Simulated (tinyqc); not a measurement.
Isotype n-N heterojunction, non-linear Poisson equation by Newton steps, Fermi-Dirac statistics: two steps of the calculation.

One dimension, material 1 (n-type) at x < 0 and material 2 (n-type) at x > 0. Band edges: Ec = -psi in material 1 and -psi + dEc in material 2, Ev = Ec - Eg. Equilibrium, Fermi level at 0. n = Nc F((EFn - Ec)/Vt), p = Nv F((Ev - EFp)/Vt), with F(eta) = F_1/2(eta) = (2/sqrt(pi)) int_0^infinity sqrt(u) du/(1 + exp(u - eta)) (Fermi-Dirac statistics); full ionisation, no interface charge, classical densities; the doping types are chosen for the exercise. The polarisation charge of real nitride interfaces, of order 1e13 cm^-2, is left out.

Parameters, values chosen for the exercise; band and dielectric values close to those of GaN and AlGaN:

| symbol | value | unit | meaning |
|---|---|---|---|
| T | 300 | K | temperature |
| Eg1 | 3.44 | eV | band gap of material 1 |
| er1 | 9.38 |  | relative permittivity of material 1 |
| Nc1 | 2.3e18 | cm^-3 | conduction-band density of states of material 1 |
| Nv1 | 4.58e19 | cm^-3 | valence-band density of states of material 1 |
| Eg2 | 3.99 | eV | band gap of material 2 |
| er2 | 9.2 |  | relative permittivity of material 2 |
| Nc2 | 3.05e18 | cm^-3 | conduction-band density of states of material 2 |
| Nv2 | 5.96e19 | cm^-3 | valence-band density of states of material 2 |
| dEc | 0.38 | eV | conduction-band offset Ec2 - Ec1 |
| N1 | 4.7e17 | cm^-3 | donor density of material 1 |
| N2 | 1.1e16 | cm^-3 | donor density of material 2 |
| V | 0 | V | bias of side 1 against side 2 |

Constants: q = 1.602176634e-19 C, kB = 1.380649e-23 J/K, Vt = kB T/q, eps0 = 8.8541878128e-14 F/cm where lengths are in cm. Results are converted to the units shown.

Problem 1. Newton step. Solve the tridiagonal system a_(i-1) d_(i-1) + b_i d_i + a_i d_(i+1) = -F_i for nodes 1 to 11, with d = 0 on fixed nodes. Each component d is damped to sign(d) Vt ln(1 + |d|/Vt) before it is added.

```
interval,coupling a_i (F/cm^2)
0,7.7618955e-7
1,9.2280313e-7
2,1.0786011e-6
3,1.2777274e-6
4,1.4857295e-6
5,1.7633181e-6
6,2.0561921e-6
7,8.7589815e-7
8,3.7538492e-7
9,1.6162406e-7
10,6.9267456e-8
11,2.9838289e-8
```

```
node,diagonal b (F/cm^2),residual F (C/cm^2)
1,-7.6927057e-6,-1.1449828e-7
2,-9.4344466e-6,-1.7911194e-7
3,-1.1171638e-5,-2.6855852e-7
4,-1.2482497e-5,-3.5797593e-7
5,-1.3283788e-5,-4.3399793e-7
6,-1.3572808e-5,-4.8000163e-7
7,-2.9321715e-6,1.6715766e-10
8,-1.2518547e-6,-1.8594010e-9
9,-5.4793697e-7,-4.6715548e-9
10,-4.9019597e-7,-2.7024010e-10
11,-1.3675708e-6,2.8950353e-10
```

```
node,psi after iteration 1 (V)
0,-0.03918877
1,-0.01328687
2,0.00132306
3,0.01671943
4,0.03169788
5,0.04576879
6,0.05842583
7,0.07108162
8,0.09964661
9,0.15410720
10,0.21413058
11,0.23339332
12,0.23461542
```

Wanted: Newton step d, before damping; psi after iteration 2.

Solution 1.

```
node,"Newton step d, before damping (V)"
1,-0.017790
2,-0.024224
3,-0.030605
4,-0.036956
5,-0.043225
6,-0.048364
7,-0.048741
8,-0.049820
9,-0.047461
10,-0.016286
11,-0.000613
```

```
node,psi after iteration 2 (V)
0,-0.03919
1,-0.02682
2,-0.01577
3,-0.00347
4,0.00875
5,0.02036
6,0.03116
7,0.04369
8,0.07188
9,0.12716
10,0.20150
11,0.23279
12,0.23462
```

Problem 2. Check against the first integral. Exact first integral: on each side D^2/(2 eps0 er) = G, G = q [Vt (nI_j - nI_b) + Vt (pI_j - pI_b) - C (psi_j - psi_b)], with C = +N1 or +N2, b the neutral end of that side, and nI, pI the densities with F_1/2 replaced by F_3/2(eta) = (4/(3 sqrt(pi))) int_0^infinity u^(3/2) du/(1 + exp(u - eta)). D is continuous, so er1 G1(psi_j) = er2 G2(psi_j) fixes psi_j. Ends from Nc1 F(psi_L/Vt) = N1 and Nc2 F((V + psi_R - dEc)/Vt) = N2. D is counted positive when psi rises towards material 2.

Wanted: psi_j; D; psi_j - psi_L; psi_R - psi_j; Ec1 - EFn at the interface; Ec2 - EFn at the interface.

Solution 2.

psi_j = -0.023482 V
D = 25.822 nC/cm^2
psi_j - psi_L = 0.015707 V
psi_R - psi_j = 0.25810 V
Ec1 - EFn at the interface = 0.023482 eV
Ec2 - EFn at the interface = 0.40348 eV

Material 2 takes 94.3 % of the bending.

Numbers from tinyqc (`OMP_NUM_THREADS=1 python tinyqc.py 2040101 2040102 out.jsonl`; about 0.2 s on one thread of a shared Intel Xeon 2.30GHz).
